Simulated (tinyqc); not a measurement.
# Permittivity and interlayer from two capacitances

Inverse problem. A two-layer stack has Cox = eps0/(t1/e1 + t2/e2) and EOT = 3.9 eps0/Cox. Find e2, the EOT of layer 1 and, with e1 given, t1.

Inputs (values chosen for the exercise):
```
symbol  value  unit                           meaning
e1       3.81        relative permittivity of layer 1
```

Constants: eps0 = 8.8541878128e-14 F/cm where lengths are in cm. Results are converted to the units shown.

Cox at t2 = 2.4 and 8.9 nm (uF/cm^2): 3.3639613  1.6111682

Answer. EOT is linear in t2 with slope 3.9/e2, and its intercept is the EOT of layer 1.

e2 = 22.7
EOT of layer 1 = 0.614 nm
t1 = 0.600 nm

Numbers from tinyqc (`OMP_NUM_THREADS=1 python tinyqc.py 2010064 2010065 out.jsonl`; about 0.01 s on one thread of a shared Intel Xeon 2.30GHz).
